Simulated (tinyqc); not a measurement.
Tail length against growth temperature: equilibrium and kinetic segregation of a solute to boundaries and growing surfaces. Computed by tinyqc, a small Python program. Command: `OMP_NUM_THREADS=1 python tinyqc.py 3028980 3028981 out.jsonl segreg walk`. One thread of a shared host (Intel(R) Xeon(R) Processor @ 2.30GHz), about 0.01 s of CPU time with the checks.

Inputs (values chosen for the exercise, modelled on a solute in a copper line): exchange barrier E_b = 1.94 eV; surface segregation energy E_s = 0.18 eV; growth rate = 3.3 monolayers/s.

Constants: k_B = 8.617333262e-05 eV/K.

Method. Two-state exchange during growth, dilute: jump up r_u = nu exp(-E_b/(k_B T_g)), jump back r_d = r_u exp(-E_s/(k_B T_g)), nu = 1e13 1/s. In the time 1/R of one monolayer the share carried up is p = [r_u/(r_u + r_d)] [1 - exp(-(r_u + r_d)/R)]; the tail decays as p^n, length -1/ln p monolayers; the equilibrium limit has p = r_u/(r_u + r_d).

Exchange model:
```
T_g (K)       r_u/R        p  length (monolayers)  equilibrium limit
674      9.4471e-03  0.00940                0.214             22.675
721      8.3352e-02  0.07979                0.396             18.617
760      4.1380e-01  0.33472                0.914             16.113
799      1.7568e+00  0.79037                4.251             14.152
830      5.0323e+00  0.92128               12.196             12.880
862      1.3774e+01  0.91858               11.775             11.775
909      5.3153e+01  0.90870               10.446             10.446
979      3.1231e+02  0.89413                8.936              8.936
1097     3.7055e+03  0.87036                7.202              7.202
```

The length peaks among these rows at 830 K with 12.2 monolayers. Below, exchange freezes (r_u/R = 0.0094 in the first row); above, the length follows the equilibrium limit, about exp(E_s/(k_B T)), down to 7.20.

Extremes, crossings and ranges named in words are read from the listed rows.
